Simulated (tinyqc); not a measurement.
Effective charge: two electrons on one impurity (helium-like model).

Units Ha* = 2 Ry m/eps^2 and a* = a0 eps/m. One electron is bound by Z^2/2. Two electrons in the singlet built from exp(-a r) and exp(-b r): S = 8 (ab)^(3/2)/(a + b)^3, h_aa = a^2/2 - Z a, h_bb alike, h_ab = S (ab/2 - Z (a + b)/2), J = ab (a^2 + 3ab + b^2)/(a + b)^3, K = 20 (ab)^3/(a + b)^5, E = (h_aa + h_bb + 2 S h_ab + J + K)/(1 + S^2). For a = b this is a^2 - 2 Z a + 5a/8. Real double donors are deeper, since the central cell is left out.

Values chosen for the exercise (out of a larger set: near those of impurities in 3C SiC; not measured data):
- m = 0.347 m0 (one mean mass)
- eps = 9.7 (dielectric constant)
- Zs = (1, 1.06, 1.12, 1.42, 2, 2.62, 4.01) (charges)

Ha* = 100.3545 meV

Binding of the first electron, of the second (-E - Z^2/2) with equal and with unequal orbitals, and U, the first less the second (unequal).

Results (meV):

| Z | first | second, equal | second, unequal | a/b | U | U/(Z Ha*) |
|---|---|---|---|---|---|---|
| 1.00 | 50.2 | -2.74 | 1.34 | 3.67 | 48.8 | 0.487 |
| 1.06 | 56.4 | -0.31 | 3.51 | 3.19 | 52.9 | 0.497 |
| 1.12 | 62.9 | 2.49 | 6.13 | 2.90 | 56.8 | 0.506 |
| 1.42 | 101.2 | 21.91 | 25.06 | 2.25 | 76.1 | 0.534 |
| 2.00 | 200.7 | 85.07 | 87.88 | 1.84 | 112.8 | 0.562 |
| 2.62 | 344.4 | 189.91 | 192.58 | 1.65 | 151.9 | 0.578 |
| 4.01 | 806.9 | 565.14 | 567.68 | 1.47 | 239.2 | 0.594 |

Equal orbitals bind a second electron only above Z = (5/16)/(1 - 1/sqrt2) = 1.067; unequal ones do so in 7 of the 7 rows. Their gain is 4.08 meV in the first row and 2.54 in the last, while the second binding grows to 568 meV, so the gain decides the matter only near Z = 1. U grows almost linearly with Z: U/(Z Ha*) goes from 0.487 to 0.594, towards 5/8, while the first binding grows as Z^2. Angular correlation is left out: at Z = 1 this function binds the second electron by 0.0133 Ha*, half the exact 0.0278.

Computed by tinyqc, a small Python program: `OMP_NUM_THREADS=1 python tinyqc.py 1250015 1250016 out.jsonl` (the numbers bound the seed that draws the inputs); one thread of a shared host (Intel(R) Xeon(R) Processor @ 2.30GHz), about 0.06 s for the whole set of steps.
